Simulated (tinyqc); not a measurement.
From x_t with autodoping back to film doping C_e: out-diffusion of a doped substrate or buried layer into a growing epitaxial film. Computed by tinyqc, a small Python program. Command: `OMP_NUM_THREADS=1 python tinyqc.py 3008439 3008440 out.jsonl buried inv`. One thread of a shared host (Intel(R) Xeon(R) Processor @ 2.30GHz), about 0.02 s of CPU time with the checks.

x is counted from the original substrate surface into the film, whose surface moves as x = v t. Substrate dopant has one diffusivity; the dopant of the film is taken as uniform.

Inputs (values chosen for the exercise, modelled on arsenic in silicon):
```
quantity                                            value    unit
prefactor D0                                          7.9  cm^2/s
activation energy E                                  3.99      eV
substrate concentration C_s                       1.4e+18  1/cm^3
growth rate v                                        0.26  um/min
film thickness d                                      2.5      um
growth temperature T                                 1050       C
autodoping level at the start, as a share of C_s    0.003       -
decay length of autodoping                           0.54      um
later thermal budget (Dt)2                        1.1e-12    cm^2
```

Film doping: same type as the substrate.

Constants: k_B = 8.617333262e-05 eV/K.

Method:
- D = D0 exp(-E/(k_B T)); growth time t = d/v; l = 2 sqrt(D t); growth number G = v t/l = d/l; 1 um = 1e-4 cm.
- Temperatures in kelvin are T(C) + 273.15.
- After growth and the later budget: l2 = 2 sqrt(D t + (Dt)2); C(x) = (C_s/2) erfc(x/l2) + share x C_s exp(-x/decay length) for x > 0 (autodoping taken as unchanged by the later budget). The transition x_t solves C(x) = C_e, where the total doping is twice the intended value.
- Usable film = d - x_t. Also give x_t for the erfc term alone, after growth and after the later budget.

Question. A run gave the result below. Find the film doping C_e, known to lie between 2.2e+14 and 3.9e+14 1/cm^3.

x_t with autodoping = 1.411933 um

Answer.

Each step takes the trial c = (a f_b - b f_a)/(f_b - f_a), f being the result less the target and a, b, c the logarithms of the listed values; c replaces end b, the old b replaces a if the sign of f changed, and otherwise f_a is halved.

Scan of the range:
```
film doping C_e (1/cm^3)  x_t with autodoping (um)
2.20e+14                                   1.59257
2.42e+14                                   1.54111
2.66e+14                                   1.49005
2.93e+14                                   1.43784
3.22e+14                                   1.38688
3.55e+14                                   1.33419
3.90e+14                                   1.28341
```

False position (Illinois rule, in the logarithm of the input) inside the bracket:
```
step     end a     end b        trial  x_t with autodoping (um)
1     2.93e+14  3.22e+14  3.07400e+14                  1.411933
```

x_t with autodoping falls at every point of a 13-point scan of the range (every second point is shown), so one value fits; it is bracketed by 2.93e14 and 3.22e14. Answer: film doping C_e = 3.074e14 1/cm^3.
